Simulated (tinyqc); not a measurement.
# Ferroelectric with a first-order transition, Landau-Devonshire energy: what changes with what

One domain with free energy u = al P^2 + be P^4 + ga P^6 - E P, al = a0 (T - T0), be < 0 < ga (P in uC/cm^2, E in kV/cm, u in mJ/cm^3). Equilibrium: E = 2 al P + 4 be P^3 + 6 ga P^5; a state is stable against small changes where dE/dP > 0. The coercive field is that of uniform switching, which real films, switching by domains, do not reach.

Parameters, values chosen for the exercise: slope of the quadratic coefficient a0 = 0.031 kV cm/(uC K); Curie-Weiss temperature T0 = 450 K; quartic coefficient be = -0.0048 kV cm^5/uC^3; sixth-order coefficient ga = 6e-6 kV cm^9/uC^5; temperature T = 300 K.

Constants: eps0 = 8.8541878128e-14 F/cm where lengths are in cm. Results are converted to the units shown.

Each table varies one quantity; the others keep the values above.

## Depolarisation in a thin film

Imperfect screening, an effective length ls = 0.014 nm at each electrode, adds the energy ls P^2/(eps0 t), so al becomes al + ls/(eps0 t) and T0 falls by ls/(eps0 a0 t) (short-circuited film, background permittivity neglected). Ps^2 = [-be + sqrt(be^2 - 3 al ga)]/(3 ga); Pc^2 = [-3 be + sqrt(9 be^2 - 15 al ga)]/(15 ga), Ec = -E(Pc); susceptibility chi = 1/(eps0 dE/dP). TC = T0 + be^2/(4 a0 ga), where u(Ps) = u(0); T1 = T0 + be^2/(3 a0 ga), where the polar minimum disappears.

Results:

| t (nm) | fall of T0 (K) | Ps (uC/cm^2) | depolarising field 2 ls Ps/(eps0 t) (kV/cm) | u(Ps) (mJ/cm^3) |
|---|---|---|---|---|
| 28 | 182.2 | 19.80 | 223.6 | 14.67 |
| 44 | 115.9 | 25.04 | 180.0 | -1070 |
| 70 | 72.87 | 26.80 | 121.1 | -1971 |
| 110 | 46.37 | 27.68 | 79.58 | -2581 |
| 170 | 30.00 | 28.17 | 52.41 | -2976 |
| 270 | 18.89 | 28.49 | 33.37 | -3253 |
| 430 | 11.86 | 28.68 | 21.09 | -3431 |
| 1100 | 4.637 | 28.87 | 8.301 | -3616 |

Estimate the missing row, t = 680 nm.

Computed row:

| t (nm) | fall of T0 (K) | Ps (uC/cm^2) | depolarising field 2 ls Ps/(eps0 t) (kV/cm) | u(Ps) (mJ/cm^3) |
|---|---|---|---|---|
| 680 | 7.501 | 28.80 | 13.39 | -3543 |

With this row back in the table: As the film thickens from 28 to 1100 nm, Ps rises from 19.8 to 28.9 uC/cm^2 (bulk 29.0) and the depolarising field falls from 224 to 8.30 kV/cm. The polar state is the lowest for t > 28.2 nm and exists at all for t > 26.7 nm.

## The upper branch of the loop

Same model as above.

P is the largest root of E(P) = Ea.

Results:

| Ea (kV/cm) | P (uC/cm^2) | u (mJ/cm^3) | chi |
|---|---|---|---|
| -220 | 22.55 | 2144 | 1424 |
| -200 | 24.11 | 1676 | 625.7 |
| -160 | 25.74 | 675.5 | 357.8 |
| -90 | 27.48 | -1192 | 226.7 |
| 0 | 28.99 | -3737 | 162.6 |
| 110 | 30.37 | -7005 | 124.5 |
| 230 | 31.56 | -1.072e4 | 100.9 |
| 900 | 35.79 | -3.343e4 | 53.24 |

Estimate the missing row, Ea = 450 kV/cm.

Computed row:

| Ea (kV/cm) | P (uC/cm^2) | u (mJ/cm^3) | chi |
|---|---|---|---|
| 450 | 33.26 | -1.786e4 | 76.66 |

With this row back in the table: P rises from 22.5 to 35.8 uC/cm^2, and chi falls from 1420 to 53.2. The branch ends at -Ec = -226 kV/cm, P = 20.9 uC/cm^2, where dE/dP vanishes and chi diverges; there P still has 72 % of Ps.

Program tinyqc, `OMP_NUM_THREADS=1 python tinyqc.py 2860131 2860132 out.jsonl`; Intel Xeon 2.30GHz, shared host, one thread, about 0.01 s.
